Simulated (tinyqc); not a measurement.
Schottky barrier on an n-type semiconductor with a doping step, non-linear Poisson equation by Newton steps: Capacitance-voltage profiling.

One dimension, metal at x = 0, donor density C(x) = N1 for x < x1 and Nd beyond. Energies are counted from the electron Fermi level of the semiconductor and the conduction-band edge is Ec = -psi, so n = Nc exp(psi/Vt); holes follow the Fermi level of the metal, at -V, so p = Nv exp((V - psi - Eg)/Vt). Ends: psi(0) = V - phiB and psi = Vt ln(Nd/Nc) deep inside. Boltzmann statistics, full ionisation, no current, no image force in the Poisson equation.

The Poisson equation d/dx(eps0 eps_r dpsi/dx) = -q (p - n + C) is solved on a mesh of about 1000 nodes or more that ends in neutral material. C_s = q d/dV of the integral of n over x, from the linearised equation. Probed depth w = eps0 eps_r/C_s; apparent doping N_app = C_s^3/(q eps0 eps_r dC_s/dV), the derivative by central differences over +/- 0.02 V.

Values chosen for this exercise; band and dielectric values close to those of silicon:

| symbol | value | unit | meaning |
|---|---|---|---|
| T | 300 | K | temperature |
| Eg | 1.1 | eV | band gap |
| eps_r | 11.7 |  | relative permittivity |
| Nc | 2.85e19 | cm^-3 | conduction-band density of states at T |
| Nv | 2.7e19 | cm^-3 | valence-band density of states at T |
| Nd | 2.8e15 | cm^-3 | donor density deep in the semiconductor |
| phiB | 0.74 | eV | barrier height |
| x1 | 350 | nm | depth of the doping step |
| N1 | 8.4e14 | cm^-3 | donor density above the step |

Constants: q = 1.602176634e-19 C, kB = 1.380649e-23 J/K, Vt = kB T/q, eps0 = 8.8541878128e-14 F/cm where lengths are in cm. Results are converted to the units shown.

The same in every row: true C(w) (cm^-3) = 2.80e15.

Result of one run:

| V (V) | C_s (nF/cm^2) | w (nm) | N_app (cm^-3) | \|E_0\| (kV/cm) |
|---|---|---|---|---|
| -5.71 | 6.04 | 1.72e3 | 2.80e15 | 63.7 |

What becomes of these results when the bias of the metal against the semiconductor V is changed from -5.71 to 0 V, all else the same?

Result of the changed run:

| V (V) | C_s (nF/cm^2) | w (nm) | N_app (cm^-3) | \|E_0\| (kV/cm) |
|---|---|---|---|---|
| 0 | 18.8 | 552 | 2.77e15 | 13.3 |

The whole series:

| V (V) | C_s (nF/cm^2) | w (nm) | N_app (cm^-3) | \|E_0\| (kV/cm) |
|---|---|---|---|---|
| 0 | 18.8 | 552 | 2.77e15 | 13.3 |
| -1.14 | 11.4 | 912 | 2.80e15 | 28.9 |
| -2.29 | 8.87 | 1.17e3 | 2.80e15 | 40.0 |
| -3.43 | 7.54 | 1.37e3 | 2.80e15 | 48.9 |
| -4.57 | 6.66 | 1.55e3 | 2.80e15 | 56.7 |
| -5.71 | 6.04 | 1.72e3 | 2.80e15 | 63.7 |
| -6.86 | 5.56 | 1.86e3 | 2.80e15 | 70.1 |
| -8 | 5.18 | 2.00e3 | 2.80e15 | 76.0 |

C_s falls from 18.8 to 5.18 nF/cm^2 while the probed depth goes from 552 to 2000 nm. The apparent doping rises from 2.77e15 to 2.80e15 cm^-3. It departs most from the true doping at that depth for V = 0 V, where it is 1.2 % below it; so the doping is read well over the depths probed. The step lies inside the layer that is depleted at zero bias and is not seen.

Program tinyqc, `OMP_NUM_THREADS=1 python tinyqc.py 2020086 2020087 out.jsonl`; Intel Xeon 2.30GHz, shared host, one thread, about 0.06 s.
